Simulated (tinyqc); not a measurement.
Inside a calculation: fitting sp3s* parameters to three gaps by Newton steps. Values are carried at full precision from step to step, so a last printed digit may differ when a step is redone from the rounded ones.

sp3s* tight binding, nearest neighbours only: anion (a) at 0, cation (c) at a/4 (1,1,1), orbitals s, px, py, pz, s* on each; k in units of 2 pi/a. With phases e_j = exp(i (pi/2) k.n_j) for n = (1,1,1), (1,-1,-1), (-1,1,-1), (-1,-1,1): g0 = (e1+e2+e3+e4)/4, g1 = (e1+e2-e3-e4)/4, g2 = (e1-e2+e3-e4)/4, g3 = (e1-e2-e3+e4)/4. The diagonal holds the levels Esa, Epa, Exa (s*) and Esc, Epc, Exc. Anion-cation block: <sa|sc> = Vss g0; <sa|xc> = Vsapc g1; <xa|sc> = -Vscpa g1; <xa|xc> = Vxx g0; <xa|yc> = <ya|xc> = Vxy g3, <xa|zc> = <za|xc> = Vxy g2, <ya|zc> = <za|yc> = Vxy g1; <s*a|xc> = Vxapc g1; <xa|s*c> = -Vpaxc g1; y and z take g2 and g3 in place of g1; s-s* and s*-s* vanish.

Gaps are level 5 at Gamma, X = (1,0,0) and L = (1/2,1/2,1/2) less level 4 at Gamma; no spin-orbit coupling. Free parameters: Esc, Vxapc and Vpaxc. H is linear in them, so by Hellmann-Feynman J_ij = <u|dH/dp_j|u> for level 5 at point i less the same for level 4 at Gamma. Newton: p(new) = p + J^-1 (target - gaps); stop when all misses are below 1e-7 eV.

Parameters, chosen for this exercise (out of a larger set: near a published set for InP, fitted to gaps, whose masses and valley positions are rough; not measured data): p = (-8.567, 0.884, -1.491, 4.027, 8.301, 7.133, -5.325, 1.887, 4.208, 2.216, 5.582, 3.429, 4.469) eV (start, order Esa, Epa, Esc, Epc, Exa, Exc, Vss, Vxx, Vxy, Vsapc, Vscpa, Vxapc, Vpaxc); tg = (1.2698, 2.3712, 1.8431) eV (target gaps at Gamma, X, L).

## Gaps of the starting set

Compute the gaps and the misses.

gaps (eV): Gamma 1.3644, X 2.4597, L 1.8925

target less gap (eV): Gamma -0.0946, X -0.0885, L -0.0494

## The Jacobian

Form J and its singular values.

J, rows Gamma, X, L; columns Esc, Vxapc, Vpaxc:
$$\begin{pmatrix}
0.7767 & 0.0000 & 0.0000 \\
0.0000 & -0.8477 & 0.0000 \\
0.3899 & -0.2702 & -0.1082
\end{pmatrix}$$

singular values: [0.9398, 0.8166, 0.0928]

The gap at Gamma answers to Esc. The condition number is 10.1.

## The first Newton step

Solve J dp = target less gap; the columns of J are Esc, Vxapc and Vpaxc.

dp (eV): Esc -0.122, Vxapc 0.104, Vpaxc -0.243

## The iteration

Repeat with J formed anew.

Newton steps (eV):
```
i      Esc   Vxapc   Vpaxc   Gamma       X       L  largest miss
0  -1.4910  3.4290  4.4690  1.3644  2.4597  1.8925         0.095
1  -1.6128  3.5334  4.2263  1.2700  2.3709  1.8422       0.00087
2  -1.6130  3.5330  4.2178  1.2698  2.3712  1.8431       8.7e-07
3  -1.6130  3.5330  4.2177  1.2698  2.3712  1.8431       1.1e-12
```

Converged in 3 steps; the miss goes 0.095, 0.00087, 8.7e-07, 1.1e-12, about squaring each time once it is small. The largest change is 0.251 eV in Vpaxc, for a first miss of 0.095 eV.

## Checks

- J by Hellmann-Feynman against central differences: largest difference 2.6e-10.

(tinyqc, `OMP_NUM_THREADS=1 python tinyqc.py 1452890 1452891 out.jsonl`, Intel(R) Xeon(R) Processor @ 2.30GHz, 1 thread, shared host, about 0.1 s.)
